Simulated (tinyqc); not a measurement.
# Memristor with linear dopant drift, Biolek window: one period

A film of thickness D has a doped share x: R = Ron x + Roff (1 - x), i = v/R, dx/dt = k i F with k = mv Ron/D^2 and F = 1 - x^(2 p) for i >= 0 and 1 - (x - 1)^(2 p) for i < 0. The drive is v = V0 sin(2 pi f t). The model has no threshold and no heating.

Step h = 1/(16 f), from t = j h. With g(t, x) = dx/dt: k1 = g(t, x), k2 = g(t + h/2, x + h k1/2), k3 = g(t + h/2, x + h k2/2), k4 = g(t + h, x + h k3), x(new) = x + h (k1 + 2 k2 + 2 k3 + k4)/6.

The 16 Runge-Kutta steps against a converged integration; i uses the converged x.

Inputs (values chosen for the exercise):
```
symbol,value,unit,meaning
Ron,100,ohm,resistance of the fully doped film
Roff,10000,ohm,resistance of the undoped film
D,8,nm,film thickness
mv,3.3e-14,m^2/(V s),dopant mobility
x0,0.32,,doped share at t = 0
V0,1,V,amplitude
p,5,,window exponent
f,14,Hz,frequency
```

One period:
```
j	v (V)	x, coarse steps	x, converged	i (uA)
0	0.000	0.3200	0.3200	0.0
1	0.383	0.3266	0.3266	56.6
2	0.707	0.3456	0.3456	107.5
3	0.924	0.3752	0.3752	147.0
4	1.000	0.4119	0.4119	168.9
5	0.924	0.4511	0.4511	166.9
6	0.707	0.4865	0.4865	136.4
7	0.383	0.5116	0.5116	77.5
8	0.000	0.5207	0.5207	0.0
9	-0.383	0.5116	0.5116	-77.5
10	-0.707	0.4865	0.4865	-136.4
11	-0.924	0.4511	0.4511	-166.9
12	-1.000	0.4121	0.4121	-168.9
13	-0.924	0.3756	0.3756	-147.1
14	-0.707	0.3463	0.3463	-107.6
15	-0.383	0.3276	0.3276	-56.6
16	0.000	0.3211	0.3211	0.0
```

What does the comparison show?

The current vanishes with the voltage (pinched loop). At the same voltage, j = 2 and 6, it is 107 uA on the way up and 136 uA on the way down. x peaks at 0.5207 at half period and ends at 0.3211, not at its starting value: this window differs for the two directions of the current. The coarse steps miss by at most 2.9e-6.

Program tinyqc, `OMP_NUM_THREADS=1 python tinyqc.py 2880003 2880004 out.jsonl`; Intel Xeon 2.30GHz, shared host, one thread, about 0.1 s.
